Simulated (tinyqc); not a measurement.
Square on-chip spiral inductor, lumped pi model: one step of the calculation.

Outer diameter do = di + 2 n wd + 2 (n - 1) sp, mean da = (do + di)/2, fill p = (do - di)/(do + di), length l = 4 n da. L = 2.34 mu0 n^2 da/(1 + 2.75 p), mu0 = 4 pi 1e-7 H/m. Rs = rho l/(wd delta (1 - exp(-th/delta))), delta = sqrt(rho/(pi f mu0)). Cs = n wd^2 eps0 eo/hu across the coil. At each end Cox = l wd eps0 eo/(2 ho) leads to the substrate branch Rsi = 2 rs he/(l wd) in parallel with Csi = l wd eps0 11.7/(2 he). With one end grounded Y = 1/(Rs + i w L) + i w Cs + 1/[1/(i w Cox) + 1/(1/Rsi + i w Csi)], w = 2 pi f; Q = -Im Y/Re Y. Eddy currents in neighbouring turns and in the substrate are left out.

Task. Geometry and model elements. do, l, L, delta, Rs, Cs, Cox, Rsi and Csi as defined.

Inputs (values chosen for the exercise); values of the order met in silicon radio-frequency processes: number of turns n = 5.5; line width wd = 20 um; space between turns sp = 2 um; inner diameter di = 100 um; metal thickness th = 0.9 um; metal resistivity rho = 3 uohm cm; oxide below the coil ho = 4.9 um; oxide between coil and underpass hu = 1.1 um; relative permittivity of the oxide eo = 4.1; substrate resistivity rs = 10 ohm cm; effective spreading depth in the substrate he = 50 um; frequency f = 1.9 GHz.

Constants: eps0 = 8.8541878128e-12 F/m. Results are converted to the units shown.

Find: do; l; L; delta; Rs; Cs; Cox; Rsi; Csi.

Result.

do = 338.00 um
l = 4818.0 um
L = 7.8099 nH
delta = 1.9999 um
Rs = 9.9719 ohm
Cs = 72.604 fF
Cox = 356.95 fF
Rsi = 103.78 ohm
Csi = 99.823 fF

tinyqc, about 0.01 s, one thread, Intel Xeon 2.30GHz (shared host): `OMP_NUM_THREADS=1 python tinyqc.py 2302067 2302068 out.jsonl`
